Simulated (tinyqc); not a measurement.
# Planar ballistic transistor, top-of-the-barrier model: effect of the temperature

At the top of the source barrier, states moving towards the drain are filled by the source (Fermi level 0) and states moving back by the drain (Fermi level -q Vd); nothing scatters. U is the shift of the band edge there, set by the capacitances CG, CD and CS (the total) and by the charge. Parabolic two-dimensional band; the source is grounded.

N0 = gv m kB T/(pi hbar^2), CG = eps0 eox/tox, vT = sqrt(2 kB T/(pi m)), CS = CG/aG, n0 = n at U = 0 and Vd = 0. eta1 = -(E0 + U)/Vt, eta2 = eta1 - Vd/Vt, n = (N0/2)[F_0(eta1) + F_0(eta2)], F_0(x) = ln(1 + exp x). U = UL + q (n - n0)/CS with UL = -(aG Vg + aD Vd), energies in eV. I = q (N0/2) vT [F_(1/2)(eta1) - F_(1/2)(eta2)] per width, F_(1/2)(x) = (2/sqrt(pi)) int_0^infinity u^(1/2)/(1 + exp(u - x)) du. CQ = (q/Vt) dn/d(eta1). E0 is held fixed.

Parameters, values chosen for the exercise; mass and valleys close to those of a monolayer dichalcogenide:
- m = 0.502 m0 (effective mass)
- gv = 2 (valley degeneracy)
- eox = 3.9 (relative permittivity of the gate insulator)
- tox = 3.1 nm (insulator thickness)
- aG = 0.9 (gate control CG/CS)
- aD = 0.044 (drain control CD/CS)
- E0 = 0.23 eV (band edge at the barrier top above the source Fermi level at zero bias)
- Vg = 0.5 V (gate voltage)
- Vd = 0.5 V (drain voltage)

Constants: q = 1.602176634e-19 C, kB = 1.380649e-23 J/K, hbar = 1.054571817e-34 J s, m0 = 9.1093837015e-31 kg, Vt = kB T/q, eps0 = 8.8541878128e-14 F/cm where lengths are in cm. Results are converted to the units shown.

Effect of the temperature:
```
T (K),eta1,n (cm^-2),I (uA/um),mean velocity I/(q n) (cm/s),CQ/CS
50,1.855,1.808e12,117.4,4.054e6,23.47
77,0.9914,1.819e12,134.4,4.612e6,19.80
120,0.2946,1.846e12,160.2,5.418e6,15.56
180,-0.2332,1.897e12,194.4,6.394e6,12.00
240,-0.5603,1.959e12,227.5,7.248e6,9.867
300,-0.7900,2.029e12,260.5,8.015e6,8.474
360,-0.9608,2.108e12,294.4,8.718e6,7.512
420,-1.090,2.200e12,330.4,9.370e6,6.832
```

What does the table show?

As T goes from 50 to 420 K, n rises from 1.81e12 to 2.20e12 cm^-2, the mean velocity rises from 4.05e6 to 9.37e6 cm/s and the current rises from 117 to 330 uA/um. CQ/CS goes from 23 to 6.8.

Program tinyqc, `OMP_NUM_THREADS=1 python tinyqc.py 2400151 2400152 out.jsonl`; Intel Xeon 2.30GHz, shared host, one thread, about 0.01 s.
